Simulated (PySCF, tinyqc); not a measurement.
CIS on RHF in the sto-6g basis, for H3-, spin multiplicity 1, step by step. The basis has no diffuse functions, so it cannot describe the extra electron: this is an exercise in the method, not the real anion. The lowest restricted solution is unstable here: a spin-polarised one lies 0.0045 hartree lower (PySCF). Computed by tinyqc, a small Python program that keeps every step (integrals from PySCF). Settings: charge = -1, multiplicity = 1, basis = sto-6g, method = RHF, energy threshold = 1e-10, iteration cap = 52, orthogonalisation = canonical, start = Wolfsberg-Helmholz matrix, DIIS depth = 6. Command: `OMP_NUM_THREADS=1 python tinyqc.py 30434 30435 out.jsonl` (the two numbers bound the seeds that draw the settings). One thread of a shared host (Intel(R) Xeon(R) Processor @ 2.60GHz), about 0.04 s of CPU time with the checks. Later iterations appear only in the table of the cycle.

## One-electron integrals

Geometry (angstrom):
```
atom        x        y        z
H     0.00000  0.00000  0.00000
H     0.00000  0.00000  1.09900
H     0.00000  1.09800  0.04500
```

Basis sto-6g: exponents (1/bohr^2) and contraction coefficients of normalised primitives:
```
element  l (shell)  exponent  coefficient
H            s (1)  35.52322      0.00916
H            s (1)   6.51314      0.04936
H            s (1)   1.82214      0.16854
H            s (1)   0.62596      0.37056
H            s (1)   0.24308      0.41649
H            s (1)   0.10011      0.13033
```

Overlap, kinetic and nuclear-attraction integrals over the contracted functions; the nuclear repulsion is the sum of Za Zb / Rab.

nuclear repulsion = 1.3107329 hartree

overlap S, order 1H 1s, 2H 1s, 3H 1s:
$$\begin{pmatrix}
1.00000 & 0.44051 & 0.44055 \\
0.44051 & 1.00000 & 0.24883 \\
0.44055 & 0.24883 & 1.00000
\end{pmatrix}$$

kinetic energy T (hartree), order 1H 1s, 2H 1s, 3H 1s:
$$\begin{pmatrix}
0.76852 & 0.07987 & 0.07990 \\
0.07987 & 0.76852 & 0.00712 \\
0.07990 & 0.00712 & 0.76852
\end{pmatrix}$$

nuclear attraction V (hartree), order 1H 1s, 2H 1s, 3H 1s:
$$\begin{pmatrix}
-2.18265 & -0.86191 & -0.86201 \\
-0.86191 & -2.05751 & -0.45790 \\
-0.86201 & -0.45790 & -2.05754
\end{pmatrix}$$

core Hamiltonian H = T + V (hartree), order 1H 1s, 2H 1s, 3H 1s:
$$\begin{pmatrix}
-1.41413 & -0.78203 & -0.78211 \\
-0.78203 & -1.28898 & -0.45079 \\
-0.78211 & -0.45079 & -1.28902
\end{pmatrix}$$

## Two-electron integrals

Functions are numbered as in S; the eight-fold symmetry (ij|kl) = (ji|kl) = (kl|ij) leaves the list below.

Two-electron integrals (ij|kl) in chemists' order, unique and non-zero (hartree):
```
(11|11) 0.77500   (21|11) 0.26624   (21|21) 0.12117   (22|11) 0.44701
(22|21) 0.26624   (22|22) 0.77500   (31|11) 0.26628   (31|21) 0.09912
(31|22) 0.17869   (31|31) 0.12120   (32|11) 0.12396   (32|21) 0.05847
(32|22) 0.13241   (32|31) 0.05847   (32|32) 0.03493   (33|11) 0.44703
(33|21) 0.17867   (33|22) 0.34130   (33|31) 0.26628   (33|32) 0.13241
(33|33) 0.77500
```

## Orthogonalisation

S = U s U^T; canonical form X = U s^(-1/2), so that X^T S X = 1. Each column of U has its largest component positive (the first on a tie).

eigenvalues of S: [0.48911, 0.75117, 1.75972]

X, order 1H 1s, 2H 1s, 3H 1s:
$$\begin{pmatrix}
1.10565 & -0.00007 & 0.47801 \\
-0.64103 & 0.81592 & 0.41217 \\
-0.64121 & -0.81580 & 0.41219
\end{pmatrix}$$

## Starting guess

The start is the generalised Wolfsberg-Helmholz matrix (K = 1.75) built on H; D = 2 C_occ C_occ^T.

D at the start, order 1H 1s, 2H 1s, 3H 1s:
$$\begin{pmatrix}
0.57738 & 0.40478 & 0.40499 \\
0.40478 & 1.61536 & -1.04733 \\
0.40499 & -1.04733 & 1.61502
\end{pmatrix}$$

## Iteration 1: building the Fock matrix

J_ij = sum D_kl (ij|kl), K_ij = sum D_kl (ik|jl); F = H + J - 0.5 K; E = tr D H + tr D J / 2 - 0.25 tr D K + E_nn.

Coulomb J (hartree), order 1H 1s, 2H 1s, 3H 1s:
$$\begin{pmatrix}
2.06308 & 0.92828 & 0.92836 \\
0.92828 & 2.14413 & 0.52082 \\
0.92836 & 0.52082 & 2.14404
\end{pmatrix}$$

exchange K (hartree), order 1H 1s, 2H 1s, 3H 1s:
$$\begin{pmatrix}
1.06254 & 0.75019 & 0.75028 \\
0.75019 & 1.36383 & 0.28295 \\
0.75028 & 0.28295 & 1.36371
\end{pmatrix}$$

Fock matrix F (hartree), order 1H 1s, 2H 1s, 3H 1s:
$$\begin{pmatrix}
0.11768 & -0.22885 & -0.22889 \\
-0.22885 & 0.17323 & -0.07145 \\
-0.22889 & -0.07145 & 0.17318
\end{pmatrix}$$

total energy of this density = -1.1374531 hartree

## Iteration 1: diagonalisation and new density

Diagonalise F' = X^T F X, C = X C', fill 2 alpha and 2 beta electrons from the bottom; D = 2 C_occ C_occ^T. Each column has its largest component positive (the first on a tie).

F' = X^T F X (hartree):
$$\begin{pmatrix}
0.87645 & -0.00002 & -0.05991 \\
-0.00002 & 0.32569 & 0.00003 \\
-0.05991 & 0.00003 & -0.11891
\end{pmatrix}$$

orbital energies (hartree): MO1 -0.12250, MO2 0.32569, MO3 0.88004

coefficients C, order 1H 1s, 2H 1s, 3H 1s:
$$\begin{pmatrix}
0.54334 & 0.00001 & 1.07505 \\
0.37300 & 0.81592 & -0.66458 \\
0.37312 & -0.81580 & -0.66471
\end{pmatrix}$$

D after iteration 1, order 1H 1s, 2H 1s, 3H 1s:
$$\begin{pmatrix}
0.59043 & 0.40534 & 0.40545 \\
0.40534 & 1.60972 & -1.05291 \\
0.40545 & -1.05291 & 1.60949
\end{pmatrix}$$

## Iteration 4 (converged): orbitals

converged F (hartree), order 1H 1s, 2H 1s, 3H 1s:
$$\begin{pmatrix}
0.11789 & -0.22864 & -0.22867 \\
-0.22864 & 0.17392 & -0.07044 \\
-0.22867 & -0.07044 & 0.17388
\end{pmatrix}$$

As before.

F' = X^T F X (hartree):
$$\begin{pmatrix}
0.87748 & -0.00002 & -0.06063 \\
-0.00002 & 0.32528 & 0.00002 \\
-0.06063 & 0.00002 & -0.11811
\end{pmatrix}$$

orbital energies (hartree): MO1 -0.12179, MO2 0.32528, MO3 0.88116

coefficients C, order 1H 1s, 2H 1s, 3H 1s:
$$\begin{pmatrix}
0.54409 & 0.00000 & 1.07467 \\
0.37255 & 0.81591 & -0.66485 \\
0.37263 & -0.81581 & -0.66496
\end{pmatrix}$$

D after iteration 4, order 1H 1s, 2H 1s, 3H 1s:
$$\begin{pmatrix}
0.59207 & 0.40541 & 0.40549 \\
0.40541 & 1.60900 & -1.05361 \\
0.40549 & -1.05361 & 1.60881
\end{pmatrix}$$

## Convergence

Stop when the energy changes by less than 1e-10 hartree and every element of the error matrix X^T (F D S - S D F) X is below 3e-06.

Course of the cycle:
```
iteration  E (hartree)     change  largest element of the error matrix
1           -1.1374531          -                             1.12e-02
2           -1.1375232  -7.01e-05                             1.25e-03
3           -1.1375241  -8.82e-07                             8.77e-07
4           -1.1375241  -9.45e-13                             8.96e-08
```

PySCF RHF in the same basis = -1.1375241 hartree

Converged in 4 iterations.

## Populations, bond orders and dipole

Mulliken: Z minus the diagonal of D S on the atom; Loewdin: the same with S^(1/2) D S^(1/2); Mayer order: 2 sum_s sum (D(s) S)_ij (D(s) S)_ji over the two atoms.

Charges (e):
```
atom  Mulliken   Loewdin
1H     0.05070   0.07584
2H    -0.52542  -0.53798
3H    -0.52528  -0.53785
```

Mayer bond orders:
```
pair    order
2-1   0.49864
3-1   0.49879
3-2   0.22529
```

dipole moment about the origin, x y z (debye): [0.00000, -2.77030, -2.88707]

## Integrals over molecular orbitals

(pq|rs) = sum C_ip C_jq C_kr C_ls (ij|kl), one index at a time.

one-electron integrals over orbitals h = C^T H C (hartree):
$$\begin{pmatrix}
-1.53587 & -0.00001 & -0.02529 \\
-0.00001 & -1.11588 & 0.00000 \\
-0.02529 & 0.00000 & -0.93618
\end{pmatrix}$$

Two-electron integrals over orbitals (pq|rs), unique and non-zero (hartree):
```
(11|11) 0.55469     (21|11) -1.90e-05   (21|21) 0.13612     (22|11) 0.49776
(22|21) 2.47e-05    (22|22) 0.58177     (31|11) 0.05747     (31|21) 1.14e-05
(31|22) -0.07677    (31|31) 0.14795     (32|11) 1.69e-05    (32|21) -0.12136
(32|22) -2.46e-05   (32|31) -1.03e-05   (32|32) 0.12256     (33|11) 0.55537
(33|21) -1.63e-05   (33|22) 0.48855     (33|31) 0.08749     (33|32) 1.57e-05
(33|33) 0.59257
```

## CIS matrix, singlets

A(ia,jb) = (e_a - e_i) d_ij d_ab + 2 (ia|jb) - (ij|ab).

CIS matrix A, singlet (hartree), order 1>3, 2>3:
$$\begin{pmatrix}
0.74347 & 0.00000 \\
0.00000 & 0.31244
\end{pmatrix}$$

## CIS singlet states

dipole integrals <i|r|a> (bohr), order 1>3, 2>3:
$$\begin{pmatrix}
0.00000 & -0.62438 & -0.65035 \\
0.00000 & 0.72486 & -0.69582
\end{pmatrix}$$

Diagonalise A (1 hartree = 27.211386 eV); each vector has its largest component positive (the first on a tie). The transition dipole is mu = sqrt2 sum c_ia <i|r|a>.

singlet excitation energies (eV): [8.50186, 20.23086]

lowest vectors, order 1>3, 2>3:
$$\begin{pmatrix}
0.00001 & 1.00000 \\
1.00000 & -0.00001
\end{pmatrix}$$

oscillator strengths 2/3 w |mu|^2: [0.42058, 0.80572]

## CIS matrix, triplets

A(ia,jb) = (e_a - e_i) d_ij d_ab - (ij|ab).

CIS matrix A, triplet (hartree), order 1>3, 2>3:
$$\begin{pmatrix}
0.44758 & 0.00002 \\
0.00002 & 0.06733
\end{pmatrix}$$

## CIS triplet states

Diagonalise A (1 hartree = 27.211386 eV); each vector has its largest component positive (the first on a tie).

triplet excitation energies (eV): [1.83203, 12.17925]

lowest vectors, order 1>3, 2>3:
$$\begin{pmatrix}
-0.00004 & 1.00000 \\
1.00000 & 0.00004
\end{pmatrix}$$
